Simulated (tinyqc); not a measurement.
Donors with valley-orbit split 1s states: sweeps and comparisons. A value that a table varies takes the place of the one given here.

Each donor binds at most one electron, in any of its states. For a site s, W_s = sum over its states of g exp(E/kT), and the ionised share is 1/(1 + W_s exp(eta)), eta = (EF - Ec)/kT; n = Nc F_1/2(eta); neutrality n + NA = ND x (mean ionised share); holes are neglected. Nc from N = 2 (m kB T/(4 pi c))^(3/2) with c = hbar^2/2m0, in 1/angstrom^3; times 1e24 for 1/cm^3, m = md. F_j(eta) = (1/Gamma(j + 1)) integral_0^infinity x^j dx/(1 + exp(x - eta)), which tends to exp(eta) for eta << 0.

Mobility (Caughey-Thomas form): mu = mu0 + (mu1 (T/300)^(-ga) - mu0)/(1 + ((ND + NA)/Nr)^de); rho = 1/(e n mu), e = 1.602176634e-19 C.

Constants: hbar^2/2m0 = 3.80998211 eV angstrom^2; kB = 8.617333262e-05 eV/K.

Values chosen for the exercise (near those of Sb in Si; not measured data):
```
symbol  value             unit        meaning
md      1.051             m0          density-of-states mass of the conduction band
E       (43.5, 33.6, 31)  meV         binding energies of 1s(A1), 1s(T2), 1s(E)
g       (2, 6, 4)                     their degeneracies with spin
ND      2e+15             1/cm^3      donors
NA      3.4e+14           1/cm^3      compensating acceptors, all ionised
T       225               K
mu0     69                cm^2/(V s)  mobility at heavy doping
mu1     1417              cm^2/(V s)  mobility at light doping and 300 K
Nr      8.9e+16           1/cm^3      reference doping
de      0.72                          doping exponent
ga      2.3                           temperature exponent
```

## What the excited states change

The last columns keep only the ground state of each site (g = 2).

Results:
```
T (K)  effective degeneracy     eta  n (1/cm^3)  n, ground states only  ratio
40                     2.45  -11.96    8.43e+12               1.02e+13  0.823
60                     3.24   -8.90    3.29e+14               4.29e+14  0.767
80                     4.08   -8.29    9.38e+14               1.15e+15  0.814
110                    5.18   -8.33    1.44e+15               1.56e+15  0.923
150                    6.31   -8.69    1.60e+15               1.64e+15  0.976
200                    7.31   -9.10    1.64e+15               1.65e+15  0.991
250                    8.03   -9.43    1.65e+15               1.66e+15  0.996
300                    8.56   -9.70    1.65e+15               1.66e+15  0.997
400                    9.29  -10.13    1.66e+15               1.66e+15  0.999
500                    9.76  -10.47    1.66e+15               1.66e+15  0.999
```

The effective degeneracy grows from 2.45 to 9.76. Excited states hold electrons back, so the ratio is never above 1; it is lowest, 0.767, at 60 K of those listed, and 0.997 at 300 K. At low T the excited states empty out, and at high T more donors are ionised (n is 100 % of ND - NA in the last row), so the effect is largest in between.

## Ionisation and resistivity against doping

NA = 0.

Results:
```
ND (1/cm^3)  n (1/cm^3)   n/ND  mu (cm^2/(V s))  rho (ohm cm)  rho at full ionisation
1.0e+14        1.00e+14  1.000             2726          22.9                    22.9
1.0e+15        9.96e+14  0.996             2644          2.37                    2.36
1.0e+16        9.62e+15  0.962             2287         0.284                   0.273
3.0e+16        2.70e+16  0.900             1906         0.121                   0.109
1.0e+17        7.61e+16  0.761             1351        0.0607                  0.0462
3.0e+17        1.74e+17  0.581              857        0.0418                  0.0243
1.0e+18        3.84e+17  0.384              468        0.0347                  0.0133
2.0e+18        5.82e+17  0.291              326        0.0328                 0.00956
```

From 1e16 to 1e18 1/cm^3 rho falls by a factor 8.18, not 100: the mobility takes a factor 4.88 and incomplete ionisation 2.50. n/ND is below 0.9 from 3e+16 1/cm^3 on. From a few times 1e18 1/cm^3 on, depending on the dopant, the levels merge with the band, and already below that screening lowers the binding energy, so the last rows understate n.

## Compensation sets the slope of the freeze-out

NA = K ND. The slope energy is -d ln(n T^(-p))/d(1/kT) between 30 and 36 K, with p = 3/4 for K = 0 and p = 3/2 otherwise.

Results:
```
K       n(30 K) (1/cm^3)  n(36 K) (1/cm^3)  slope energy (meV)
0               6.23e+12          2.79e+13               21.13
0.0010          5.31e+12          2.69e+13               20.93
0.010           1.77e+12          1.95e+13               33.02
0.050           3.69e+11          6.98e+12               41.38
0.20            7.79e+10          1.57e+12               42.35
0.50            1.95e+10          3.94e+11               42.41
```

Without acceptors the slope is 21.13 meV, against half the ground-state energy, 21.75; with K = 0.05 it is 41.38 meV, against the full 43.5. The full energy (less a few meV where excited levels lie within a few kT) shows where n is far below NA, since the acceptors then hold EF near the donor level: n(36 K)/NA is 13 for K = 0.001 and 0.07 for K = 0.05; for K = 0.001 the sample is still in or near the uncompensated regime, where p = 3/2 is the wrong power, so that slope means little.

## What moves the carrier density

All results formed anew. Each row changes one parameter from the base and keeps the others.

Results:
```
case                         eta  n (1/cm^3)  rho (ohm cm)
base                      -9.275   1.646e+15         1.478
E = (48.5, 33.6, 31) meV  -9.275   1.645e+15         1.479
md = 1.156 m0             -9.417   1.648e+15         1.477
ND = 4e+15 1/cm^3         -8.492   3.601e+15        0.7008
NA = 5.4e+14 1/cm^3       -9.403   1.448e+15         1.687
T = 255 K                 -9.460   1.651e+15         1.965
Nr = 1.78e+17 1/cm^3      -9.275   1.646e+15         1.440
```

The largest shifts from the base row, up to three for each result and ties (the steps differ in size, so this ranks the rows, not the parameters). eta: ND +0.783, T -0.185, md -0.142; unchanged at the printed digits by E and Nr. n (1/cm^3): ND +1.95e+15, NA -1.98e+14, T +4.43e+12; unchanged at the printed digits by Nr. rho (ohm cm): ND -0.777, T +0.487, NA +0.209.

Computed by tinyqc, a small Python program: `OMP_NUM_THREADS=1 python tinyqc.py 1681436 1681437 out.jsonl` (the numbers bound the seed that draws the inputs); one thread of a shared host (Intel(R) Xeon(R) Processor @ 2.30GHz), about 0.01 s for the whole set of steps.
